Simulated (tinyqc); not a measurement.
## Gap voltage and exponent from three temperatures

Problem. At constant current VBE(T) = Vg0 - a T - eta (kB T/q) ln T, where a is a constant. Find Vg0, eta and dVBE/dT at the middle temperature.

Constants: q = 1.602176634e-19 C, kB = 1.380649e-23 J/K. Results are converted to the units shown.

T (K): 233  253  273
VBE at a constant current (V): 0.7021838845  0.6570080302  0.6113139142

Solution. The relation is linear in Vg0, a and eta, so three points give a linear system; the slope is (VBE - Vg0 - eta kB T/q)/T. eta rests on the curvature of VBE(T) alone, so real fits need accuracy of some tens of microvolts or better.

Vg0 = 1.149 V
eta = 3.800
dVBE/dT = -2.272 mV/K

Program tinyqc, `OMP_NUM_THREADS=1 python tinyqc.py 2062107 2062108 out.jsonl`; Intel Xeon 2.30GHz, shared host, one thread, about 0.02 s.
